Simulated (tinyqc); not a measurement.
Trap density and cross-section from the conductance peak.

Problem. For a continuum of interface traps on an n-type substrate Gp/w peaks at 2 pi f tau = 1.9803 with the height 0.40237 q Dit, and tau = 1/(sn vth Nd exp(psi/Vt)) with psi = ps. Find Dit, tau and sn.

Values chosen for this exercise:
- T = 300 K (temperature)
- Nd = 6.5e15 cm^-3 (donor density)
- ps = -0.279 V (band bending psi)
- vth = 2.3e7 cm/s (thermal velocity)

Constants: q = 1.602176634e-19 C, kB = 1.380649e-23 J/K, Vt = kB T/q. Results are converted to the units shown.

peak Gp/w = 77.360137 nF/cm^2
frequency of the peak = 271.24181 Hz

Answer. The height gives Dit, the position tau, and tau with the surface density gives sn.

Dit = 1.200e12 cm^-2 eV^-1
tau = 0.001162 s
sn = 2.800e-16 cm^2

tinyqc, about 0.01 s, one thread, Intel Xeon 2.30GHz (shared host): `OMP_NUM_THREADS=1 python tinyqc.py 2030057 2030058 out.jsonl`
